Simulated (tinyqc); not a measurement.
What moves the results: interface roughness in a thin film (subband fluctuation and scattering). A value that a table varies takes the place of the one given here.

Square well of width t, barriers V0, c = hbar^2/2m0: E1 solves k t + 2 atan[(k/mz)/(kappa/mb)] = pi, k = sqrt(mz E/c), kappa = sqrt(mb (V0 - E)/c). One interface is rough, so the subband edge fluctuates by G dt with G = |dE1/dt| (central difference of 0.01 angstrom; 2 E1/t for hard walls).

Gaussian roughness spectrum S(q) = pi D^2 Lc^2 exp(-q^2 Lc^2/4). Degenerate gas, taken to fill one subband (the second starts to fill once c kF^2/md exceeds E2 - E1, which is not tested here): kF = sqrt(2 pi Ns/gv), q = 2 kF sin(theta/2), 1/tau = (md/(2 pi c hbar)) G^2 times the integral from 0 to pi of S(q)(1 - cos theta)/eps(q)^2 dtheta, eps(q) = 1 + qs/q with screening (qs = gv md q0/(c eps), q0 = e^2/(4 pi eps0), form factors left out, which overstates the screening; other scattering is left out too, so these values lie far above measured mobilities in all but the thinnest films) or 1 without; mobility = tau c2/md with c2 = e/m0 = 1.75882e15 cm^2/(V s^2); 1e12/cm^2 = 1e-4/angstrom^2.

Constants: hbar^2/2m0 = 3.80998211 eV angstrom^2; hbar = 6.58211957e-16 eV s; e^2/(4 pi eps0) = 14.39964547 eV angstrom.

Parameters, chosen for this exercise (near those of a thin Si channel on (100), two-fold valleys; not measured data): mz = 0.897 m0 (confinement mass); V0 = 3.14 eV (barrier); mb = 0.47 m0 (barrier mass); md = 0.184 m0 (mass in the plane); gv = 2 (valleys); D = 1.6 angstrom (rms height of the roughness); Lc = 24 angstrom (correlation length); Ns = 1.3 x 1e12/cm^2 (sheet density); eps = 8 (mean dielectric constant at the channel); ts = (15, 20, 24, 28, 35, 45, 59) angstrom (thicknesses); t = 28 angstrom (film thickness); Ll = (5, 10, 16, 25, 40, 65, 100) angstrom (correlation lengths).

## The sixth-power law

Screened mobility against thickness for the finite barrier and for hard walls.

Results:

| t (angstrom) | E1 (meV) | G (meV/angstrom) | mobility (cm^2/(V s)) | the same, hard walls |
|---|---|---|---|---|
| 15 | 150.1 | 17.908 | 7.68e+03 | 3.99e+03 |
| 20 | 89.0 | 8.193 | 3.67e+04 | 2.24e+04 |
| 24 | 63.5 | 4.938 | 1.01e+05 | 6.69e+04 |
| 28 | 47.5 | 3.201 | 2.40e+05 | 1.69e+05 |
| 35 | 31.1 | 1.697 | 8.55e+05 | 6.44e+05 |
| 45 | 19.2 | 0.824 | 3.63e+06 | 2.91e+06 |
| 59 | 11.4 | 0.375 | 1.75e+07 | 1.48e+07 |

With hard walls G goes as 1/t^3 and the mobility as t^6. With the finite barrier the local exponent is 5.44 at the thin end and 5.81 at the thick end, since the envelope leaks out and softens the dependence. The least value is 7.68e+03 cm^2/(V s). The gate field, which also presses carriers to the interface, is left out. Below about 20 angstrom the effective-mass picture is itself doubtful. Up to t = 28 angstrom G D exceeds half of EF - E1, where the Born rate fails.

## Correlation length

Fixed D; bare and screened mobility.

Results:

| Lc (angstrom) | kF Lc | bare mobility (cm^2/(V s)) | screened mobility (cm^2/(V s)) |
|---|---|---|---|
| 5 | 0.10 | 1.27e+05 | 4.60e+06 |
| 10 | 0.20 | 3.26e+04 | 1.18e+06 |
| 16 | 0.32 | 1.34e+04 | 4.86e+05 |
| 25 | 0.51 | 6.11e+03 | 2.25e+05 |
| 40 | 0.81 | 3.18e+03 | 1.21e+05 |
| 65 | 1.31 | 2.46e+03 | 1.05e+05 |
| 100 | 2.02 | 3.51e+03 | 2.15e+05 |

The bare mobility is lowest at Lc = 65 angstrom of those listed (kF Lc = 1.31). The screened mobility is lowest at Lc = 65 angstrom of those listed (kF Lc = 1.31). Short roughness averages out (mobility as 1/Lc^2; the first two rows give exponent -1.97), and long roughness deflects only by small angles (bare mobility rising as Lc; the last two rows give 0.83).

## What each parameter does

G, G D, and the screened mobility. Each row changes one parameter from the base and keeps the others.

Results:

| case | G (meV/angstrom) | G D (meV) | mobility (cm^2/(V s)) |
|---|---|---|---|
| base | 3.201 | 5.12 | 2.403e+05 |
| t = 34 angstrom | 1.844 | 2.95 | 7.242e+05 |
| D = 2.08 angstrom | 3.201 | 6.66 | 1.422e+05 |
| Lc = 32 angstrom | 3.201 | 5.12 | 1.568e+05 |
| Ns = 2.08 x 1e12/cm^2 | 3.201 | 5.12 | 1.840e+05 |
| mz = 1.032 m0 | 2.846 | 4.55 | 3.040e+05 |
| md = 0.212 m0 | 3.201 | 5.12 | 2.295e+05 |
| V0 = 2.2 eV | 3.094 | 4.95 | 2.571e+05 |
| eps = 9.6 | 3.201 | 5.12 | 1.785e+05 |

The largest shifts from the base row, up to three for each result and ties (the steps differ in size, so this ranks the rows, not the parameters). G (meV/angstrom): t -1.357, mz -0.355, V0 -0.107; unchanged at the printed digits by D, Lc, Ns, md and eps. G D (meV): t -2.17, D +1.54, mz -0.57; unchanged at the printed digits by Lc, Ns, md and eps. mobility (cm^2/(V s)): t +4.84e+05, D -9.81e+04, Lc -8.35e+04. In the base case G D is 0.61 times EF - E1 = 8.5 meV.

tinyqc: `OMP_NUM_THREADS=1 python tinyqc.py 1251481 1251482 out.jsonl`; about 0.01 s, one thread, shared Intel(R) Xeon(R) Processor @ 2.30GHz.
